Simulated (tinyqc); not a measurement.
Worked calculation: coupled-perturbed Hartree-Fock on RHF in the 6-311g basis, for H2, spin multiplicity 1. The polarisability along this axis is zero because the basis has no function that the field can mix in; the real value is not. One step of it, computed by the program tinyqc.

Task: Iteration 1: building the Fock matrix. J_ij = sum D_kl (ij|kl), K_ij = sum D_kl (ik|jl); F = H + J - 0.5 K; E = tr D H + tr D J / 2 - 0.25 tr D K + E_nn.

D at the start, order 1H 1s, 1H 2s, 1H 3s, 2H 1s, 2H 2s, 2H 3s:
$$\begin{pmatrix}
0.074840 & 0.154439 & 0.018815 & 0.074840 & 0.154439 & 0.018815 \\
0.154439 & 0.318697 & 0.038826 & 0.154439 & 0.318697 & 0.038826 \\
0.018815 & 0.038826 & 0.004730 & 0.018815 & 0.038826 & 0.004730 \\
0.074840 & 0.154439 & 0.018815 & 0.074840 & 0.154439 & 0.018815 \\
0.154439 & 0.318697 & 0.038826 & 0.154439 & 0.318697 & 0.038826 \\
0.018815 & 0.038826 & 0.004730 & 0.018815 & 0.038826 & 0.004730
\end{pmatrix}$$

core Hamiltonian H = T + V (hartree), order 1H 1s, 1H 2s, 1H 3s, 2H 1s, 2H 2s, 2H 3s:
$$\begin{pmatrix}
-0.307383 & -0.865062 & -0.595459 & -0.245154 & -0.440530 & -0.432520 \\
-0.865062 & -0.911477 & -0.767474 & -0.440530 & -0.635078 & -0.625587 \\
-0.595459 & -0.767474 & -0.757710 & -0.432520 & -0.625587 & -0.671415 \\
-0.245154 & -0.440530 & -0.432520 & -0.307383 & -0.865062 & -0.595459 \\
-0.440530 & -0.635078 & -0.625587 & -0.865062 & -0.911477 & -0.767474 \\
-0.432520 & -0.625587 & -0.671415 & -0.595459 & -0.767474 & -0.757710
\end{pmatrix}$$

Two-electron integrals (ij|kl) in chemists' order, unique and non-zero (hartree):
```
(11|11) 1.393035   (21|11) 0.822971   (21|21) 0.509703   (22|11) 0.822904
(22|21) 0.543028   (22|22) 0.644106   (31|11) 0.411256   (31|21) 0.257757
(31|22) 0.279868   (31|31) 0.130794   (32|11) 0.543681   (32|21) 0.365771
(32|22) 0.452669   (32|31) 0.189803   (32|32) 0.325140   (33|11) 0.494021
(33|21) 0.340115   (33|22) 0.445993   (33|31) 0.178035   (33|32) 0.331779
(33|33) 0.361682   (41|11) 0.069602   (41|21) 0.045682   (41|22) 0.053149
(41|31) 0.023482   (41|32) 0.036897   (41|33) 0.035613   (41|41) 0.007230
(42|11) 0.154821   (42|21) 0.106851   (42|22) 0.138327   (42|31) 0.055904
(42|32) 0.100994   (42|33) 0.104874   (42|41) 0.019139   (42|42) 0.063681
(43|11) 0.136772   (43|21) 0.095310   (43|22) 0.127003   (43|31) 0.050072
(43|32) 0.094423   (43|33) 0.101156   (43|41) 0.017119   (43|42) 0.061395
(43|43) 0.061233   (44|11) 0.499976   (44|21) 0.351793   (44|22) 0.480654
(44|31) 0.185562   (44|32) 0.361496   (44|33) 0.392383   (44|41) 0.069602
(44|42) 0.275135   (44|43) 0.279433   (44|44) 1.393035   (51|11) 0.275135
(51|21) 0.172735   (51|22) 0.188001   (51|31) 0.087691   (51|32) 0.127595
(51|33) 0.119789   (51|41) 0.019139   (51|42) 0.046152   (51|43) 0.041038
(51|44) 0.154821   (51|51) 0.063681   (52|11) 0.364154   (52|21) 0.245073
(52|22) 0.303114   (52|31) 0.127173   (52|32) 0.217477   (52|33) 0.221277
(52|41) 0.032433   (52|42) 0.095448   (52|43) 0.090329   (52|44) 0.364154
(52|51) 0.095448   (52|52) 0.175535   (53|11) 0.308179   (53|21) 0.211790
(53|22) 0.275872   (53|31) 0.110771   (53|32) 0.204052   (53|33) 0.219317
(53|41) 0.029319   (53|42) 0.095123   (53|43) 0.094049   (53|44) 0.387023
(53|51) 0.083527   (53|52) 0.169089   (53|53) 0.174332   (54|11) 0.351793
(54|21) 0.246630   (54|22) 0.334229   (54|31) 0.129897   (54|32) 0.250916
(54|33) 0.272968   (54|41) 0.045682   (54|42) 0.172735   (54|43) 0.175416
(54|44) 0.822971   (54|51) 0.106851   (54|52) 0.245073   (54|53) 0.261051
(54|54) 0.509703   (55|11) 0.480654   (55|21) 0.334229   (55|22) 0.447142
(55|31) 0.175560   (55|32) 0.335382   (55|33) 0.368369   (55|41) 0.053149
(55|42) 0.188001   (55|43) 0.190961   (55|44) 0.822904   (55|51) 0.138327
(55|52) 0.303114   (55|53) 0.325028   (55|54) 0.543028   (55|55) 0.644106
(61|11) 0.279433   (61|21) 0.175416   (61|22) 0.190961   (61|31) 0.089053
(61|32) 0.129633   (61|33) 0.121749   (61|41) 0.017119   (61|42) 0.041038
(61|43) 0.036690   (61|44) 0.136772   (61|51) 0.061395   (61|52) 0.090329
(61|53) 0.078900   (61|54) 0.095310   (61|55) 0.127003   (61|61) 0.061233
(62|11) 0.387023   (62|21) 0.261051   (62|22) 0.325028   (62|31) 0.135590
(62|32) 0.234238   (62|33) 0.240387   (62|41) 0.029319   (62|42) 0.083527
(62|43) 0.078900   (62|44) 0.308179   (62|51) 0.095123   (62|52) 0.169089
(62|53) 0.161755   (62|54) 0.211790   (62|55) 0.275872   (62|61) 0.094049
(62|62) 0.174332   (63|11) 0.378217   (63|21) 0.261179   (63|22) 0.345321
(63|31) 0.136879   (63|32) 0.258315   (63|33) 0.284893   (63|41) 0.030836
(63|42) 0.096567   (63|43) 0.095245   (63|44) 0.378217   (63|51) 0.096567
(63|52) 0.189679   (63|53) 0.195472   (63|54) 0.261179   (63|55) 0.345321
(63|61) 0.095245   (63|62) 0.195472   (63|63) 0.240051   (64|11) 0.185562
(64|21) 0.129897   (64|22) 0.175560   (64|31) 0.068379   (64|32) 0.131740
(64|33) 0.143477   (64|41) 0.023482   (64|42) 0.087691   (64|43) 0.089053
(64|44) 0.411256   (64|51) 0.055904   (64|52) 0.127173   (64|53) 0.135590
(64|54) 0.257757   (64|55) 0.279868   (64|61) 0.050072   (64|62) 0.110771
(64|63) 0.136879   (64|64) 0.130794   (65|11) 0.361496   (65|21) 0.250916
(65|22) 0.335382   (65|31) 0.131740   (65|32) 0.252111   (65|33) 0.279471
(65|41) 0.036897   (65|42) 0.127595   (65|43) 0.129633   (65|44) 0.543681
(65|51) 0.100994   (65|52) 0.217477   (65|53) 0.234238   (65|54) 0.365771
(65|55) 0.452669   (65|61) 0.094423   (65|62) 0.204052   (65|63) 0.258315
(65|64) 0.189803   (65|65) 0.325140   (66|11) 0.392383   (66|21) 0.272968
(66|22) 0.368369   (66|31) 0.143477   (66|32) 0.279471   (66|33) 0.317791
(66|41) 0.035613   (66|42) 0.119789   (66|43) 0.121749   (66|44) 0.494021
(66|51) 0.104874   (66|52) 0.221277   (66|53) 0.240387   (66|54) 0.340115
(66|55) 0.445993   (66|61) 0.101156   (66|62) 0.219317   (66|63) 0.284893
(66|64) 0.178035   (66|65) 0.331779   (66|66) 0.361682
```

nuclear repulsion = 0.50064069 hartree

Give: Coulomb J; exchange K; Fock matrix F; total energy of this density.

Result:

Coulomb J (hartree), order 1H 1s, 1H 2s, 1H 3s, 2H 1s, 2H 2s, 2H 3s:
$$\begin{pmatrix}
1.4655 & 0.9653 & 0.4981 & 0.1201 & 0.3630 & 0.3496 \\
0.9653 & 1.1623 & 0.8288 & 0.3630 & 0.6551 & 0.6369 \\
0.4981 & 0.8288 & 0.8406 & 0.3496 & 0.6369 & 0.7161 \\
0.1201 & 0.3630 & 0.3496 & 1.4655 & 0.9653 & 0.4981 \\
0.3630 & 0.6551 & 0.6369 & 0.9653 & 1.1623 & 0.8288 \\
0.3496 & 0.6369 & 0.7161 & 0.4981 & 0.8288 & 0.8406
\end{pmatrix}$$

exchange K (hartree), order 1H 1s, 1H 2s, 1H 3s, 2H 1s, 2H 2s, 2H 3s:
$$\begin{pmatrix}
0.8417 & 0.8361 & 0.5891 & 0.4259 & 0.6139 & 0.5239 \\
0.8361 & 0.9545 & 0.7184 & 0.6139 & 0.8131 & 0.6727 \\
0.5891 & 0.7184 & 0.5650 & 0.5239 & 0.6727 & 0.5490 \\
0.4259 & 0.6139 & 0.5239 & 0.8417 & 0.8361 & 0.5891 \\
0.6139 & 0.8131 & 0.6727 & 0.8361 & 0.9545 & 0.7184 \\
0.5239 & 0.6727 & 0.5490 & 0.5891 & 0.7184 & 0.5650
\end{pmatrix}$$

Fock matrix F (hartree), order 1H 1s, 1H 2s, 1H 3s, 2H 1s, 2H 2s, 2H 3s:
$$\begin{pmatrix}
0.7372 & -0.3179 & -0.3919 & -0.3381 & -0.3844 & -0.3449 \\
-0.3179 & -0.2264 & -0.2978 & -0.3844 & -0.3865 & -0.3251 \\
-0.3919 & -0.2978 & -0.1996 & -0.3449 & -0.3251 & -0.2298 \\
-0.3381 & -0.3844 & -0.3449 & 0.7372 & -0.3179 & -0.3919 \\
-0.3844 & -0.3865 & -0.3251 & -0.3179 & -0.2264 & -0.2978 \\
-0.3449 & -0.3251 & -0.2298 & -0.3919 & -0.2978 & -0.1996
\end{pmatrix}$$

total energy of this density = -1.050984 hartree
